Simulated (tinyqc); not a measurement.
Equilibrium crystal shape, supported particles, Gibbs-Thomson effect and coarsening: one step, computed by the program tinyqc. Command: `OMP_NUM_THREADS=1 python tinyqc.py 3022503 3022504 out.jsonl wulff walk`. One thread of a shared host (Intel(R) Xeon(R) Processor @ 2.30GHz), about 0.06 s of CPU time with the checks.

A cubic crystal bounded by {100}, {110} and {111} facets only.

Task: Chemical potential of the particle. For the Wulff shape mu - mu(bulk) = 2 Omega gamma/h, with gamma and h = lambda gamma the energy and distance of any one facet plane, here (111); the vapour pressure rises by exp[(mu - mu(bulk))/(k_B T)].

Inputs (values chosen for the exercise, for a model metal): atoms in the particle N = 620; temperature T = 775 K.

Omega = 11.18472 angstrom^3

gamma (J/m^2): (100) 2.420587, (110) 2.666305, (111) 2.338508

distances of the planes from the centre (nm): {100} 1.118078, {110} 1.231577, {111} 1.080166

Constants: e = 1.602176634e-19 C; k_B = 8.617333262e-05 eV/K.

Give: mu - mu(bulk); pressure ratio.

Result:

mu - mu(bulk) = 302.27 meV

pressure ratio = 92.392

Caution: below a few thousand atoms edges and corners add to the energy and facets hold few atoms.
